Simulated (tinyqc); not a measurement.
Crystal pulling from the melt: segregation, interface stability, heat balance and point-defect regime: one step, computed by the program tinyqc.

A dilute solute; steady pulling with a flat interface unless it is found unstable.

Question. Boundary layer and effective coefficient. delta = 1.61 D^(1/3) nu^(1/6) omega^(-1/2), omega = 2 pi rpm/60; k_eff = k0/[k0 + (1 - k0) exp(-V delta/D)] (Burton, Prim and Slichter); the melt at the interface is enriched by k_eff/k0.

Inputs (values chosen for the exercise, modelled on aluminium in silicon):
```
quantity                      value    unit
equilibrium coefficient k0    0.002       -
diffusivity in the melt D   0.00028  cm^2/s
kinematic viscosity nu       0.0031  cm^2/s
crystal rotation                  2     rpm
pull rate V                    0.41  mm/min
```

Give: boundary layer delta; V delta/D; k_eff; enrichment at the interface.

Answer.

boundary layer delta = 878.84 micrometre

V delta/D = 0.21448

k_eff = 0.0024772

enrichment at the interface = 1.2386

k_eff has moved 0.0 % of the way from k0 to 1. A 10 % ripple of V gives striations of 2.14 % in C_s, since d ln k_eff/d ln V = (1 - k_eff) V delta/D.
